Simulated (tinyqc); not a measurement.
Inside a calculation. Method: geometry optimisation on the UHF/sto-3g surface (energies and gradients from PySCF), for BeH, spin multiplicity 2. One step of it, computed by the program tinyqc.

Task: Step 2: move. Steepest descent, p = -g / 0.6; steps longer than 0.3 bohr are cut back.

positions after step 1 (bohr):
```
            x         y         z
1Be  0.000000  0.000000  0.085992
2H   0.000000  0.000000  2.680568
```

gradient (hartree/bohr):
```
              x           y            z
1Be  0.00000000  0.00000000  -0.02663285
2H   0.00000000  0.00000000   0.02663285
```

Give: positions after step 2.

Result:

positions after step 2 (bohr):
```
          x       y       z
1Be  0.0000  0.0000  0.1304
2H   0.0000  0.0000  2.6362
```
